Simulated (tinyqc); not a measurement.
Inside a calculation: free and nearly free electrons in a metal. Values are carried at full precision from step to step, so a last printed digit may differ when a step is redone from the rounded ones.

The cubic cell holds 4 atoms: n = 4 z/a^3, kF = (3 pi^2 n)^(1/3), EF = c kF^2/m, vF = 2 c kF/(m hbar), c = hbar^2/2m0; rs = (3/(4 pi n))^(1/3)/a0; D(EF) = 3 n/(2 EF).

Constants: hbar^2/2m0 = 3.80998211 eV angstrom^2; hbar = 6.58211957e-16 eV s; a0 (Bohr radius) = 0.5291772105 angstrom; kB = 8.617333262e-05 eV/K.

Values chosen for the exercise (near those of Ag, whose d bands this model ignores; shifted at random, so the results belong to these values and not to a real crystal): a = 4.106 angstrom (fcc lattice constant); z = 1 (free electrons an atom); m = 1 m0 (mass); rho = 1.76 micro-ohm cm (bulk resistivity); T = 300 K; V = 1.35 eV (|V_G| for G = (111)); x = 0.89 (k along G as a share of |G|/2).

## The Fermi sphere

Evaluate the free-electron quantities.

n = 0.05778 1/angstrom^3
kF = 1.1960 1/angstrom
EF = 5.450 eV
vF = 1.385e+06 m/s
rs = 3.032
D(EF) per atom = 0.2752 1/eV

## Relaxation time and mean free path

Drude: 1/rho = n e^2 tau/(m m0) with e = 1.602176634e-19 C and m0 = 9.1093837e-31 kg; mean free path l = vF tau; rho l = hbar kF/(n e^2) = 12 pi^3 hbar/(e^2 S) with S = 4 pi kF^2 does not depend on tau or m.

Use SI units: n in 1/m^3 (1e30 per 1/angstrom^3), rho in ohm m (1e-8 per micro-ohm cm).

tau = 34.89 fs
l = 48.31 nm
rho l = 8.503 1e-16 ohm m^2

Wires lose conductivity to surfaces and grain boundaries, with an excess that scales as rho l over the width and is of the order of rho itself at a width of l = 48 nm.

## Thermal quantities

gamma = (pi^2/3) kB^2 D(EF) per atom, times 96485.33 x 1e3 for mJ/(mol K^2); mu(T) = EF (1 - (pi kB T/EF)^2/12); Wiedemann-Franz kappa = L0 T/rho with L0 = (pi^2/3) (kB/e)^2, kB/e in V/K.

gamma = 0.649 mJ/(mol K^2)
mu - EF = -0.1009 meV
kappa = 416 W/(m K)

## The sphere against the zone faces

Take G = (hkl) 2 pi/a for (111), (200) and (220), with the number of equivalent faces. The Bragg plane of G lies at |G|/2 with |G| = (2 pi/a) sqrt(h^2 + k^2 + l^2). Where kF exceeds it, the sphere cuts the plane in a circle of radius sqrt(kF^2 - G^2/4).

Distance and circle for each G:
```
G      faces  |G|/2 (1/angstrom)  kF/(|G|/2)  circle radius
(111)      8              1.3252      0.9025              -
(200)      6              1.5302      0.7816              -
(220)     12              2.1641      0.5527              -
```

The sphere stays inside the first zone; it reaches 0.903 of the way to the nearest faces.

## Two plane waves near the face

Two plane waves k and k - G, G = (111) (2 pi/a): H = [[c k^2/m, V], [V, c (k - G)^2/m]] with c = hbar^2/2m0.

Build H for k along G, diagonalise, and give the weight of the first wave in the lower state and its velocity along G relative to a free electron, (w k + (1 - w)(k - G))/k.

H (eV):
```
        1       2
1  5.3001  1.3500
2  1.3500  8.2443
```

levels (eV): 4.7748  8.7696

w = 0.8685
v/v_free = 0.7045

The splitting is 3.995 eV here and 2V = 2.7 eV on the face, where the normal velocity vanishes. There the lower band lies at 5.341 eV, below the free EF of 5.450 eV, so by this test the Fermi surface touches the face (V is large against EF, which it lowers, so the test is rough). The real noble metals have necks on these faces, through a gap of 4 to 5 eV at L and their d bands.

## Checks

- Lower level against the closed form of the 2 x 2 problem (eV): both 4.7748.
- The product rho l against hbar kF/(n e^2) (1e-16 ohm m^2): both 8.503.

Program tinyqc; command `OMP_NUM_THREADS=1 python tinyqc.py 1680944 1680945 out.jsonl`; about 0.01 s on one thread of a shared Intel(R) Xeon(R) Processor @ 2.30GHz.
